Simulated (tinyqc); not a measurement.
Bond unit of a tetrahedral oxide and its oxygen vacancy in tight binding: sweeps and comparisons. A value that a table varies takes the place of the one given here.

Two sp3 hybrids h1, h2 at eh = (es + 3 ep)/4 point at one oxygen with orbitals s, px, py, pz; x joins the two cations, z bisects the angle phi, and th = (180 - phi)/2. With u = hbar^2/(m d^2) = 2c/d^2, c = hbar^2/2m0: Vhs = -(1.32 + sqrt3 x 1.42) u/2 and Vhp = (1.42 + sqrt3 x 2.22) u/2. <h|s> = Vhs for both; <h1|px> = Vhp cos(th), <h2|px> = -Vhp cos(th); <h|pz> = Vhp sin(th) for both; py is a lone pair. The unit holds 8 electrons. Coupling between units, which widens the levels into bands, is left out.

Without the oxygen the two hybrids face each other at distance R and couple by -V2, V2 = 3.22 x 2c/R^2, c = hbar^2/2m0: a bond at eh - V2 with two electrons and an antibond at eh + V2. Levels are measured from eop, the lone-pair level that stands for the top of the valence band.

Constants: hbar^2/2m0 = 3.80998211 eV angstrom^2.

Values chosen for the exercise (near tabulated values for SiO2; the results hold for these values, not for the real material): es = -14.9 eV (s level of the cation); ep = -7.47 eV (p level of the cation); eos = -34.23 eV (s level of oxygen); eop = -16.61 eV (p level of oxygen); d = 1.62 angstrom (cation-oxygen distance); phi = 144 degrees (bond angle at oxygen); R = 2.43 angstrom (cation-cation distance across the vacancy).

## Bond angle at oxygen

phi is varied at fixed d. Levels above eop; cation-cation distance 2 d cos(th); band energy is twice the sum of the four filled levels, relative to phi = 180; excess on O is the number of electrons on oxygen less 6.

Against phi:

| phi (deg) | distance (angstrom) | level 2 | level 3 | level 5 | level 6 | excess on O | band energy (eV) |
|---|---|---|---|---|---|---|---|
| 110 | 2.654 | -5.933 | -2.734 | 12.391 | 13.216 | 0.899 | -2.113 |
| 120 | 2.806 | -6.404 | -2.185 | 11.804 | 13.686 | 0.926 | -1.879 |
| 130 | 2.936 | -6.811 | -1.644 | 11.228 | 14.093 | 0.964 | -1.542 |
| 140 | 3.045 | -7.150 | -1.133 | 10.688 | 14.432 | 1.011 | -1.140 |
| 150 | 3.130 | -7.417 | -0.680 | 10.212 | 14.699 | 1.064 | -0.723 |
| 160 | 3.191 | -7.610 | -0.318 | 9.834 | 14.892 | 1.115 | -0.352 |
| 170 | 3.228 | -7.726 | -0.082 | 9.588 | 15.009 | 1.154 | -0.093 |
| 180 | 3.240 | -7.765 | 0.000 | 9.503 | 15.048 | 1.168 | 0.000 |

What does this show, and why?

Bending moves coupling from px to pz: level 2 rises from -7.77 to -5.93 eV and level 3 falls from 0.00 to -2.73 eV between 180 and 110 degrees. The lowest empty level is lowest at 180 degrees (9.50 eV) and highest at 110 (12.39 eV), so a spread of angles in a glass smears the conduction edge. The band energy is lowest at 110 degrees of those listed (-2.11 eV); the repulsion of the cations, not included, opposes bending.

## The vacancy as the cations move

R is varied; eh = (es + 3 ep)/4. The last two columns are the band energies of the bond with two electrons, -2 V2, and with one, -V2.

Against R (eV):

| R (angstrom) | V2 | bond level | antibond level | two electrons | one electron |
|---|---|---|---|---|---|
| 2.20 | 5.069 | 2.213 | 12.352 | -10.139 | -5.069 |
| 2.35 | 4.443 | 2.840 | 11.725 | -8.886 | -4.443 |
| 2.50 | 3.926 | 3.357 | 11.208 | -7.852 | -3.926 |
| 2.70 | 3.366 | 3.917 | 10.648 | -6.731 | -3.366 |
| 3.00 | 2.726 | 4.556 | 10.009 | -5.453 | -2.726 |
| 3.30 | 2.253 | 5.029 | 9.536 | -4.506 | -2.253 |
| 3.70 | 1.792 | 5.490 | 9.075 | -3.585 | -1.792 |
| 4.20 | 1.391 | 5.892 | 8.673 | -2.782 | -1.391 |

What can be read from the table?

The bond level rises from 2.21 eV at 2.2 to 5.89 eV at 4.2 angstrom, towards the lone hybrid at 7.28 eV. Taking one electron away halves the pull between the cations (at 2.5 angstrom from 6.28 to 3.14 eV/angstrom), so the positive vacancy relaxes outward and its level moves up: capture and release of a hole take place at different energies.

## What each value does

Spacing from the highest filled to the lowest empty level, excess electrons on oxygen (their number less 6), and the vacancy bond level eh - V2 - eop, V2 = 3.22 x 2c/R^2. Each row changes one parameter from the base and keeps the others.

Results:

| case | spacing (eV) | excess on O | vacancy level (eV) |
|---|---|---|---|
| base | 10.4885 | 1.0322 | 3.1273 |
| es = -14.4 eV | 10.5948 | 1.0410 | 3.2523 |
| ep = -6.97 eV | 10.8080 | 1.0584 | 3.5023 |
| eos = -32.23 eV | 10.6266 | 1.0199 | 3.1273 |
| eop = -16.11 eV | 10.0334 | 0.9984 | 2.6273 |
| d = 1.66 angstrom | 10.2325 | 1.0623 | 3.1273 |
| phi = 136 degrees | 10.8985 | 0.9915 | 3.1273 |
| R = 2.58 angstrom | 10.4885 | 1.0322 | 3.5964 |

What does this show?

The largest shifts from the base row, up to three for each result and ties (the steps differ in size, so this ranks the rows, not the parameters). spacing (eV): eop -0.4552, phi +0.4099, ep +0.3195; unchanged at the printed digits by R. excess on O: phi -0.0407, eop -0.0337, d +0.0301; unchanged at the printed digits by R. vacancy level (eV): eop -0.5000, R +0.4691, ep +0.3750; unchanged at the printed digits by eos, d and phi.

tinyqc: `OMP_NUM_THREADS=1 python tinyqc.py 1480162 1480163 out.jsonl`; about 0.01 s, one thread, shared Intel(R) Xeon(R) Processor @ 2.30GHz.
